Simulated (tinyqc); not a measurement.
Gate sweep: ballistic transport through the one-dimensional subbands of a rectangular nanowire or nanosheet channel. Computed by tinyqc, a small Python program. Command: `OMP_NUM_THREADS=1 python tinyqc.py 3025030 3025031 out.jsonl wire walk`. One thread of a shared host (Intel(R) Xeon(R) Processor @ 2.30GHz), about 0.02 s of CPU time with the checks.

Hard walls, parabolic subbands, transport along x. Energies are counted from the bulk conduction band edge at the top of the barrier, which the gate pulls down by U; the source Fermi level lies at the bulk edge when U = 0.

Inputs (values chosen for the exercise, modelled on silicon):
```
quantity                      value  unit
light mass m_t                  0.2   m_0
heavy mass m_l                 0.92   m_0
height a                          4    nm
width b                         6.7    nm
equivalent oxide thickness t    1.4    nm
drain voltage V_D              0.05     V
temperature T                   300     K
```

Valleys: silicon [100] wire.

Constants: hbar^2/(2 m_0) = 3.80998212 eV angstrom^2; k_B = 8.617333262e-05 eV/K; m_0 = 9.1093837015e-31 kg; k_B = 1.380649e-23 J/K; hbar = 1.054571817e-34 J s; eps_0 = 8.8541878128e-12 F/m; e = 1.602176634e-19 C; h = 6.62607015e-34 J s.

Method:
- E_pq = (hbar^2 pi^2/2)(p^2/(m_y b^2) + q^2/(m_z a^2)); valley pairs: (m_x, m_y, m_z) = (m_t, m_t, m_l), (m_t, m_l, m_t), (m_l, m_t, m_t), each with degeneracy g = 2; the 10 lowest subbands are kept.
- F_j(eta) = (1/Gamma(j + 1)) int_0^infinity x^j/(1 + exp(x - eta)) dx, F_0 = ln(1 + exp(eta)). Integrals over x = E/(k_B T) use 160 Gauss-Legendre points in u = sqrt(x) from 0 to sqrt(max(eta, 0) + 32).
- With degeneracy g = 2, eta_i = (U - E_i)/(k_B T) and u = e V_D/(k_B T): line density n = sum_i g sqrt(2 m_x k_B T/pi)/(2 hbar) [F_-1/2(eta_i) + F_-1/2(eta_i - u)]; gate: e n = C_ox (V_G - U/e), C_ox = 3.9 eps_0 2 (a + b)/t (flat-plate estimate); I = (2 e k_B T/h) sum_i g [F_0(eta_i) - F_0(eta_i - u)].
- Open modes are sum_i g/(1 + exp(-eta_i)). The last column is e dn/dV_G over C_ox, taken up to the next row.

Subbands:
```
valley axis  p  q  E (meV)  m_x (m_0)
z            1  1   67.429       0.20
y            1  1  126.615       0.20
z            1  2  144.066       0.20
y            2  1  153.930       0.20
x            1  1  159.393       0.92
z            2  1  193.080       0.20
y            3  1  199.455       0.20
y            4  1  263.191       0.20
z            2  2  269.716       0.20
z            1  3  271.793       0.20
```

Against the gate voltage:
```
V_G (V)  U (meV)    n (1/nm)  I (microampere)  open modes    C_g/C_ox
-0.230   -230.00  3.0314e-06       4.2543e-05  2.4828e-05  4.3029e-04
-0.130   -130.04  1.4479e-04       2.0320e-03  1.1857e-03  2.9421e-02
-0.013    -16.49  1.1485e-02       1.6139e-01  9.2941e-02  4.0192e-01
0.120      63.06  1.8759e-01       2.6415e+00  1.2869e+00  7.0912e-01
0.220      92.15  4.2121e-01       5.7452e+00  2.4818e+00  8.0974e-01
0.350     116.88  7.6801e-01       9.8575e+00  3.9792e+00  8.6416e-01
0.490     135.90  1.1666e+00       1.4189e+01  5.5190e+00  8.9407e-01
0.650     152.85  1.6379e+00       1.9051e+01  7.1187e+00  9.1209e-01
0.820     167.79  2.1487e+00       2.4053e+01  8.5963e+00  9.2342e-01
1.000     181.58  2.6963e+00       2.9063e+01  9.9301e+00           -
```

What follows from these numbers?

Between the first two rows the current rises one decade per 60 mV, against the limit ln(10) k_B T/e = 60 mV. Above threshold C_g/C_ox lies between 0.71 and 0.92: the quantum capacitance in series costs a visible part.

Extremes, crossings and ranges named in words are read from the listed rows.
